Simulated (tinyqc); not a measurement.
Epitaxial growth on a vicinal surface: Burton-Cabrera-Frank step flow, step-edge barrier and island nucleation: one step, computed by the program tinyqc.

Adatoms land at rate F, hop on a square grid (a simplification for hexagonal faces), desorb, or join steps. Lengths are in units of a and n is the adatom coverage. Steps ascend at x = 0 and descend at x = l.

Problem. Step flow or islands. Island density on a flat surface without desorption: N = 0.25 (F/D)^(i/(i+2)) exp(E_i/((i+2) k_B T)) per site, with E_i = 0 for i = 1; spacing l_n = N^(-1/2). Step flow needs an effective width l_eff = 2 x(peak) below l_n. Temperatures in kelvin are T(C) + 273.15.

Inputs (values chosen for the exercise, close to those used for 4H-SiC(0001)):
```
quantity                                    value      unit
deposition rate F                            0.16  layers/s
temperature T                                1520         C
critical nucleus size i                         2         -
binding energy of the critical nucleus E_i   0.75        eV
```

D = 5920182 a^2/s

position of the peak = 6.195343 a

Constants: k_B = 8.617333262e-05 eV/K.

Give: island density N on a flat surface; island spacing l_n; ratio l_eff/l_n.

Solution.

island density N on a flat surface = 1.383e-04 per site

island spacing l_n = 85.03 a

ratio l_eff/l_n = 0.1457

Steps capture adatoms before they meet: step flow. Caution: the prefactor 0.25 and the criterion are estimates, good to a factor of about two in length.
